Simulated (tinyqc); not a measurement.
Worked calculation: shallow acceptor in the spherical model (Baldereschi-Lipari), strong spin-orbit limit. Computed by tinyqc, a small Python program that keeps every step. Command: `OMP_NUM_THREADS=1 python tinyqc.py 3002163 3002164 out.jsonl acceptor walk`. One thread of a shared host (Intel(R) Xeon(R) Processor @ 2.30GHz), about 0.01 s of CPU time with the checks. Intermediate numbers are printed to about 7 digits and carried at full precision; extremes and crossings named in words are read from the listed rows.

The 1S(3/2) state has an s envelope f(r) and a d envelope g(r). In effective units they obey -(f'' + 2f'/r + 2f/r) + mu (g'' + 5g'/r + 3g/r^2) = E f and -(g'' + 2g'/r - 6g/r^2 + 2g/r) + mu (f'' - f'/r) = E g. The cubic term, the split-off band and the central cell are left out.

Inputs (values chosen for the exercise, modelled on germanium):
```
quantity                  value  unit
Luttinger gamma_1          13.2     -
Luttinger gamma_2          4.37     -
Luttinger gamma_3          5.63     -
dielectric constant eps    15.8     -
functions per channel n       2     -
smallest exponent zeta_1   0.81  1/a*
ratio beta of exponents     2.6     -
```

Constants: Ry = 13.605693123 eV; a_0 = 0.529177210903 angstrom.

## Effective units and couplings

Ry* = Ry/(gamma_1 eps^2), a* = a_0 eps gamma_1, mu = (6 gamma_3 + 4 gamma_2)/(5 gamma_1), delta = (gamma_3 - gamma_2)/gamma_1; spherical masses 1/(gamma_1 (1 - mu)) (heavy) and 1/(gamma_1 (1 + mu)) (light).

Ry* = 4.128883 meV

a* = 110.3652 angstrom

mu = 0.7766667

delta = 0.09545455

heavy-hole mass = 0.3392130 m_0

light-hole mass = 0.04264029 m_0

## Matrices in a small basis

zeta_i = zeta_1 beta^(i-1), i = 1..n, in both channels. Basis: f_i = exp(-zeta_i r), g_i = r exp(-zeta_i r), weight r^2 dr, s = zeta_i + zeta_j. S_ff = 2/s^3, H_ff = zeta_i zeta_j S_ff - 2/s^2; S_gg = 24/s^5, H_gg = 8/s^3 + 24 zeta_i zeta_j/s^5 - 12/s^4; H(f_i, g_j) = mu (6 zeta_i^2/s^4 + 2 zeta_i/s^3); S_fg = 0. Each function is normalised by sqrt(S_ii).

H (Ry*), lower triangle (symmetric):
```
            f1        f2        g1        g2
f1     -0.9639
f2  -0.8699176  0.223236
g1   0.7355024  1.741255    0.7209
g2    1.008095  4.971996  1.778007  8.242884
```

S, lower triangle (symmetric):
```
          f1        f2        g1        g2
f1  1.000000
f2  0.718857  1.000000
g1  0.000000  0.000000  1.000000
g2  0.000000  0.000000  0.576861  1.000000
```

## Lowest level in the small basis

H c = E S c with c^T S c = 1 and the largest component positive; the d weight is the part of the norm in g.

E = -2.212293 Ry*

coefficients: f1 -0.1664927, f2 0.9843567, g1 -0.1033218, g2 -0.4218783

d weight = 0.2389465

## Converged levels

Large basis: zeta_i = 0.08 x 1.55^(i-1), i = 1..20 in each channel; overlap eigenvalues below 1e-11 are dropped. Binding energies are -E Ry*; the mass that fits is E(1S) eps^2/Ry.

1S(3/2) binding in Ry* = 2.352544

1S(3/2) binding energy = 9.713379 meV

2S(3/2) binding energy = 2.894672 meV

d weight of 1S(3/2) = 0.2795205

Hydrogenic mass that fits = 0.1782230 m_0

The small basis recovers 94.0 % of the binding. The ratio 2S/1S is 0.298 against the hydrogenic 0.25. The fitted mass is 53 % of the heavy-hole mass.

## One mass for the acceptor?

Hydrogenic binding Ry m/eps^2; the density-of-states mass is (m_H^(3/2) + m_L^(3/2))^(2/3); errors are against the large basis.

1S binding energy:
```
mass                     value (m_0)  binding (meV)  error (%)
light hole                 0.0426403        2.32395  -76.07476
1/gamma_1                  0.0757576        4.12888  -57.49283
mean of heavy and light    0.1909267       10.40574    7.12794
heavy hole                 0.3392130       18.48754   90.33063
density of states          0.3492183       19.03283   95.94452
```

The coupled result, 9.71 meV, lies between the 1/gamma_1 value (no coupling) and the heavy-hole value; the closest single rule here is "mean of heavy and light", off by +7.1 %.

## Binding against mu

The formulas are those given above.

1S(3/2):
```
mu    binding (Ry*)   d weight  binding x (1 - mu)
0.10       1.009075  0.0042365           0.9081674
0.23       1.050156  0.0225552           0.8086200
0.47       1.254044  0.0965865           0.6646431
0.50       1.298539  0.1097889           0.6492697
0.78       2.382078  0.2821530           0.5240571
0.80       2.580198  0.2982800           0.5160396
0.90       4.768333  0.3881797           0.4768333
0.95       9.144654  0.4400163           0.4572327
```

The binding grows from 1.009 to 9.14 Ry*, slowly at first (second order in mu), while the d weight rises to 0.44. The last column, the binding in units of the heavy-hole Rydberg, falls to 0.457, towards about 0.44 as mu tends to 1.

Checks made by the program: mu = 0 against hydrogen, 1 and 1/4 (relative difference 4e-06); the coupling element from the adjoint operator (relative difference below 1e-10).
